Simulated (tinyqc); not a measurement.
Trap density from two Hall measurements.

Problem. p-type body, charge-sheet picture, full ionisation (an idealisation for deep acceptors), Boltzmann statistics for free electrons. e = Ec - EF at the surface. psi = Eg - Vt ln(Nv/Na) - e; N_dep = sqrt(2 eps0 eps_r Na (psi - Vt)/q); n_f = sqrt(N_dep^2 + 2 eps0 eps_r Vt Nc exp(-e/Vt)/q) - N_dep; Vg = Vfb + psi + q (N_dep + n_t + n_f)/Cox, Cox = eps0 eox/tox. Find e and n_t at both points and the mean trap density between them.

Parameters, values chosen for the exercise; band and dielectric values close to those of silicon:
```
symbol    value   unit                                   meaning
T           400      K                               temperature
Eg          1.1     eV                                  band gap
eps_r      11.6                            relative permittivity
Nc      4.31e19  cm^-3    conduction-band density of states at T
Nv      4.16e19  cm^-3       valence-band density of states at T
eox         3.9           relative permittivity of the insulator
tox          26     nm                       insulator thickness
Na       1.5e16  cm^-3                          acceptor density
Vfb       -0.95      V  flat-band voltage without trapped charge
```

Constants: q = 1.602176634e-19 C, kB = 1.380649e-23 J/K, Vt = kB T/q, eps0 = 8.8541878128e-14 F/cm where lengths are in cm. Results are converted to the units shown.

Vg (V): [-0.032956242, 0.21163250]
free sheet density from the Hall effect (cm^-2): [7.6877522e8, 1.2023555e10]

Answer. Each n_f fixes e; what the gate voltage holds beyond psi, N_dep and n_f is trapped; the difference quotient is the density, smeared over a few Vt.

e (eV): [0.368, 0.269]
n_t (cm^-2): [9.35e10, 1.71e11]
mean trap density = 7.86e11 cm^-2 eV^-1

Numbers from tinyqc (`OMP_NUM_THREADS=1 python tinyqc.py 2222024 2222025 out.jsonl`; about 0.02 s on one thread of a shared Intel Xeon 2.30GHz).
